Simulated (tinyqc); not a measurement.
# One gate, two gates and a surrounding gate

Below threshold the potential that source and drain add obeys Laplace's equation, vanishes on the gates and decays along the channel as exp(-k y). The same ts (depleted depth over a conducting body, body thickness or wire diameter), ti and permittivities in three geometries; k is the smallest positive root of: one gate, f(k) = eps_r sin(k ti) cos(k ts) + ei cos(k ti) sin(k ts); two gates, f(k) = ei cos(k ti) cos(k ts/2) - eps_r sin(k ti) sin(k ts/2); wire, f(k) = ei J0(u)[J1(u) Y0(v) - Y1(u) J0(v)] - eps_r J1(u)[J0(u) Y0(v) - Y0(u) J0(v)], u = k ts/2, v = u + k ti. Parabolic estimates of l: sqrt((eps_r/ei) ts ti); sqrt((eps_r/(2 ei)) ts ti (1 + ei ts/(4 eps_r ti))); sqrt([2 eps_r ts^2 ln(1 + 2 ti/ts) + ei ts^2]/(16 ei)), in the same order.

Values chosen for this exercise; permittivities: semiconductor close to that of silicon, insulator close to that of silicon nitride: relative permittivity of the semiconductor eps_r = 11.7; relative permittivity of the insulator ei = 7.14; insulator thickness ti = 3.4 nm; body thickness ts = 11.1 nm.

Scale lengths (nm):

|  | Lambda = pi/k | l = 1/k | l(parabolic) |
|---|---|---|---|
| one gate over a conducting body | 15.723 | 5.0047 | 7.8640 |
| two gates | 20.997 | 6.6836 | 6.8061 |
| wire | 13.574 | 4.3207 | 4.4453 |

What does the comparison show?

The wire has the shortest scale length, 0.646 times that of the double gate; the single gate over a conducting body has 0.749 times it, its layer ending directly on a conductor where the double gate has a second insulator. The parabolic estimates are 57 % above, 1.8 % above and 2.9 % above the exact l, in the order of the rows.

Program tinyqc, `OMP_NUM_THREADS=1 python tinyqc.py 2420067 2420068 out.jsonl`; Intel Xeon 2.30GHz, shared host, one thread, about 0.01 s.
